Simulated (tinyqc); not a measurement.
# Thin-body transistor below threshold, two-dimensional Poisson equation on a small mesh: refining the mesh

A thin body on a thick buried insulator of low permittivity, taken as carrying no normal field at the bottom of the body (row 0). Mobile charge is neglected (subthreshold), the body is fully depleted, and potentials are counted from the intrinsic level; rows run upward to the gate, columns from source to drain.

The mesh has 2 c steps in the semiconductor (rows from 0 up to the interface), c steps in the insulator and 8 c along the channel, each uniform. Box integration, divided by eps0: up_i = eps hy/h of the interval above row i, dn_i = that of the interval below (0 for row 0), lat_i = (sum of eps h/2 over the intervals above and below)/hy, s_i = -q Na w_i hy/eps0 with w_i the semiconductor height of the box (hs/2 for row 0 and the interface row, hs between, 0 in the insulator). Each free node obeys (up + dn + 2 lat) psi = up psi(above) + dn psi(below) + lat [psi(left) + psi(right)] + s. Fixed values: gate row Vg - Vfb; column 0 at Vbi and the last column at Vbi + Vd in the semiconductor, each running linearly to Vg - Vfb across the insulator. The system is solved directly; psi is read on row 0 at mid-channel.

Values chosen for this exercise; semiconductor permittivity close to that of silicon: relative permittivity of the semiconductor eps_r = 11.8; relative permittivity of the insulator eox = 3.9; body thickness tb = 3 nm; insulator thickness tox = 2.3 nm; channel length L = 29 nm; acceptor density of the depleted body Na = 0 cm^-3; potential of the source Vbi = 0.59 V; gate offset Vfb = 0.12 V; gate voltage Vg = 0 V; drain voltage Vd = 1 V.

Constants: q = 1.602176634e-19 C, eps0 = 8.8541878128e-14 F/cm where lengths are in cm. Results are converted to the units shown.

Results:
```
c   unknowns  psi at mid-channel (V)  d psi/dVg
1         21                0.041004    0.86694
2         90                0.029651    0.87632
4        372                0.026790    0.87869
6        846                0.026259    0.87913
8       1512                0.026073    0.87928
12      3420                0.025940    0.87939
```

Estimate the missing row, c = 3.

Computed row:
```
c  unknowns  psi at mid-channel (V)  d psi/dVg
3       207                0.027532    0.87807
```

With this row back in the table: psi at mid-channel goes from 0.04100 V on the coarsest mesh to 0.02594 V on the finest, a difference of 15 mV. d psi/dVg changes by 0.0094 from c = 1 to 2, by 0.0024 from 2 to 4 and by 5.9e-4 from 4 to 8, a ratio of 4.0 between the last two, near the 4 of a second-order scheme.

Numbers from tinyqc (`OMP_NUM_THREADS=1 python tinyqc.py 2480017 2480018 out.jsonl`; about 0.09 s on one thread of a shared Intel Xeon 2.30GHz).
